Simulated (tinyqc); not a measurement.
# Short-channel transistor, virtual-source model with series resistance: effects of single changes

The current per gate width is the charge at the top of the source barrier (the virtual source) times its velocity times a saturation function; al and be are fitting constants of the model. Units: I in uA/um, Rs in ohm um, so I Rs = 1e-6 I Rs in volts; Q in uC/cm^2, so I = 1e-4 Q vx0 Fsat with vx0 in cm/s.

Parameters, values chosen for the exercise:
- T = 400 K (temperature)
- Cinv = 1.53 uF/cm^2 (inversion capacitance)
- vx0 = 3.78e7 cm/s (velocity at the virtual source)
- mu = 810 cm^2/(V s) (apparent mobility)
- L = 130 nm (channel length)
- VT0 = 0.313 V (threshold at zero drain voltage)
- dl = 0.058 V/V (drain-induced barrier lowering)
- n0 = 1.41 (subthreshold factor)
- nd = 0.05 1/V (growth of n with drain voltage)
- al = 3.5 (threshold shift (in units of Vt) from weak to strong inversion)
- be = 2 (sharpness of saturation)
- Rs = 70 ohm um (series resistance of each contact)

Constants: q = 1.602176634e-19 C, kB = 1.380649e-23 J/K, Vt = kB T/q. Results are converted to the units shown.

Each table varies one quantity; the others keep the values above.

## Effect of the velocity at the virtual source on the on and off currents

Intrinsic voltages Vg' = Vgs - I Rs, Vd' = Vds - 2 I Rs. n = n0 + nd Vd', VT = VT0 - dl Vd', Ff = 1/(1 + exp((Vg' - VT + al Vt/2)/(al Vt))), Q = Cinv n Vt ln(1 + exp((Vg' - VT + al Vt Ff)/(n Vt))), Vdsat = (vx0 L/mu)(1 - Ff) + Vt Ff, Fsat = u/(1 + u^be)^(1/be) with u = Vd'/Vdsat, and I = Q vx0 Fsat per width. I is solved self-consistently. Ion is I at Vgs = Vds = 0.7 V, Ioff at Vgs = 0, Vds = 0.7 V, and Rlin = Vds/I at Vgs = 0.7 V, Vds = 0.05 V.

Effect of the velocity at the virtual source on the on and off currents:
```
vx0 (cm/s)	Ion (uA/um)	Ioff (nA/um)	log10(Ion/Ioff)	Rlin (ohm um)
5e6	308.4	1243	2.395	432.9
7.1e6	424.9	1763	2.382	420.3
1e7	572.3	2479	2.363	414.0
1.4e7	748.6	3462	2.335	410.7
2e7	956.1	4926	2.288	408.9
2.8e7	1143	6855	2.222	408.0
4e7	1300	9696	2.127	407.4
```

As vx0 goes from 5e6 to 4e7 cm/s, Ion rises from 308 to 1300 uA/um, Ioff rises from 1240 to 9700 nA/um and Rlin falls from 433 to 407 ohm um. Ion changes by a factor of 4.22 and Ioff by 7.80. In every row the off current passes 1 uA/um, so the device is hardly off at Vgs = 0.

## Effect of the threshold at zero drain voltage on the on and off currents

Same model as above.

Results:
```
VT0 (V)	Ion (uA/um)	Ioff (nA/um)	log10(Ion/Ioff)	Rlin (ohm um)
0.15	1651	9.551e4	1.238	332.5
0.2	1541	5.160e4	1.475	351.0
0.25	1427	2.530e4	1.751	373.0
0.3	1310	1.142e4	2.060	399.7
0.4	1068	1954	2.738	472.9
0.45	944.7	764.9	3.092	524.3
0.5	820.4	293.0	3.447	590.9
```

Estimate the missing row, VT0 = 0.35 V.

Computed row:
```
VT0 (V)	Ion (uA/um)	Ioff (nA/um)	log10(Ion/Ioff)	Rlin (ohm um)
0.35	1190	4833	2.391	432.3
```

With this row back in the table: As VT0 goes from 0.15 to 0.5 V, Ion falls from 1650 to 820 uA/um, Ioff falls from 95500 to 293 nA/um and Rlin rises from 333 to 591 ohm um. Ion changes by a factor of 0.497 and Ioff by 0.00307. The off current depends on it through an exponential, the on current about linearly. For VT0 = 0.15 to 0.4 V the off current passes 1 uA/um, so the device is hardly off at Vgs = 0.

## Effect of the apparent mobility on the on and off currents

Same model as above.

Results:
```
mu (cm^2/(V s))	Ion (uA/um)	Ioff (nA/um)	log10(Ion/Ioff)	Rlin (ohm um)
50	168.7	4025	1.622	4375
140	421.9	7368	1.758	1658
240	643.3	8432	1.882	1029
410	917.6	8938	2.011	663.1
700	1206	9149	2.120	448.8
1200	1449	9235	2.196	322.0
2000	1599	9269	2.237	250.4
```

Estimate the missing row, mu = 85 cm^2/(V s).

Computed row:
```
mu (cm^2/(V s))	Ion (uA/um)	Ioff (nA/um)	log10(Ion/Ioff)	Rlin (ohm um)
85	274.2	5832	1.672	2635
```

With this row back in the table: As mu goes from 50 to 2000 cm^2/(V s), Ion rises from 169 to 1600 uA/um, Ioff rises from 4030 to 9270 nA/um and Rlin falls from 4370 to 250 ohm um. Ion changes by a factor of 9.48 and Ioff by 2.30. In every row the off current passes 1 uA/um, so the device is hardly off at Vgs = 0.

tinyqc, about 0.01 s, one thread, Intel Xeon 2.30GHz (shared host): `OMP_NUM_THREADS=1 python tinyqc.py 2380091 2380092 out.jsonl`
